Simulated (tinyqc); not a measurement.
Wannier function of the lower band of a two-orbital chain, step by step. Values are carried at full precision from step to step, so a last printed digit may differ when a step is redone from the rounded ones.

H(k) = [[-d/2 - 2 ta cos k, -t1 - t2 exp(-ik)], [-t1 - t2 exp(ik), d/2 - 2 tb cos k]], k in 1/a, Bloch sums with exp(ikR) and without the positions inside the cell. Mesh k_j = 2 pi j/N. Projection gauge: each lower eigenvector u is multiplied by the phase that makes <trial|u> real and positive (the one-band case of Loewdin orthogonalisation). Wannier amplitudes w(R) = (1/N) sum_k exp(ikR) u(k); hoppings H(R) = (1/N) sum_k exp(-ikR) E(k).

Inputs chosen for the exercise:
- d = 0.34 eV (A at -d/2, B at +d/2)
- t1 = 1.12 eV (A-B in the cell)
- t2 = 0.2 eV (B to A of the next cell)
- ta = -0.27 eV (A-A between cells)
- tb = -0.11 eV (B-B between cells)
- N = 6 (k points)
- th = 60 degrees (trial orbital cos(th) A + sin(th) B in cell 0)
- xb = 0.31 a (position of B (A at 0))
- a = 4.7 angstrom (period)
- kq = 1.5 1/a (point off the mesh)

## Bloch states in the projection gauge

Diagonalise at each mesh point and fix the phase.

Mesh:

| j | E lower (eV) | E upper (eV) | u_A | u_B | \|<trial\|u>\| |
|---|---|---|---|---|---|
| 0 | -0.9400 | 1.7000 | 0.70978 | 0.70442 | 0.9649 |
| 1 | -1.0455 | 1.4255 | 0.72964-0.06366i | 0.67987+0.03675i | 0.9536 |
| 2 | -1.2544 | 0.8744 | 0.78207-0.07615i | 0.61695+0.04397i | 0.9253 |
| 3 | -1.3574 | 0.5974 | 0.81781 | 0.57549 | 0.9073 |
| 4 | -1.2544 | 0.8744 | 0.78207+0.07615i | 0.61695-0.04397i | 0.9253 |
| 5 | -1.0455 | 1.4255 | 0.72964+0.06366i | 0.67987-0.03675i | 0.9536 |

The projection is smallest at j = 3 (0.9073); the gauge is smooth as long as it stays away from zero.

## The Wannier function

w(R) = (1/N) sum_j exp(2 pi i j R/N) u_j, for the N cells nearest the origin; it is real.

Amplitudes:

| R | on A | on B |
|---|---|---|
| -2 | 0.0063 | -0.0049 |
| -1 | -0.0671 | 0.0553 |
| 0 | 0.7585 | 0.6456 |
| 1 | 0.0136 | 0.0087 |
| 2 | -0.0010 | -0.0007 |
| 3 | -0.0005 | 0.0005 |

norm = 1.0000

Cell 0 holds 99.2 % of the weight.

## Centre and spread in real space

Point-like orbitals at R (A) and R + xb (B): centre <x>, spread <x^2> - <x>^2.

centre in units of a = 0.123
centre in angstrom = 0.577
spread = 0.696 angstrom^2

## The same from overlaps (Marzari-Vanderbilt)

b = 2 pi/N; M_j = u_j^+ diag(1, exp(-i b xb)) u_(j+1), with u_N = u_0. Centre = -(1/2 pi) sum arg M_j; gauge-invariant part Omega_I = (1/(N b^2)) sum (1 - |M_j|^2); gauge-dependent part Omega_D = (1/(N b^2)) sum (arg M_j + b centre)^2.

Overlaps:

| j | \|M_j\| | arg M_j (rad) |
|---|---|---|
| 0 | 0.9953 | -0.1751 |
| 1 | 0.9859 | -0.1356 |
| 2 | 0.9709 | -0.0773 |
| 3 | 0.9709 | -0.0773 |
| 4 | 0.9859 | -0.1356 |
| 5 | 0.9953 | -0.1751 |

centre from overlaps = 0.123 a
Omega_I = 0.0288 a^2
Omega_D = 0.0015 a^2

The centre is the Berry phase over 2 pi and does not depend on the trial orbital (modulo a). Omega_D is 4.9 % of the total; in one dimension a gauge that spreads the phase evenly removes it. The total is 0.0303 a^2, against 0.0315 a^2 (centre 0.123 a) in real space on 96 cells.

## Hoppings and interpolation

H(R) = (1/N) sum_j E_j cos(2 pi j R/N) for R = 0 to N/2. Interpolation: E(k) = H(0) + 2 sum H(R) cos(kR), the term R = N/2 of an even mesh counted once.

H(0), H(1), ... (eV): -1.1495  0.1044  0.0004  -0.0001

interpolated E(kq) = -1.1356 eV

The exact value is -1.1356 eV; the interpolation is off by 0.0 meV. Though the chain has short hoppings, the single band has longer ones, made by paths through the other orbital, which the tails of the Wannier function carry.

## Checks

- Centre from overlaps against the real-space centre on 200 points: both 0.1228.
- Omega_I + Omega_D against the real-space spread on 200 points: both 0.0315.

(tinyqc, `OMP_NUM_THREADS=1 python tinyqc.py 1452464 1452465 out.jsonl`, Intel(R) Xeon(R) Processor @ 2.30GHz, 1 thread, shared host, about 0.1 s.)
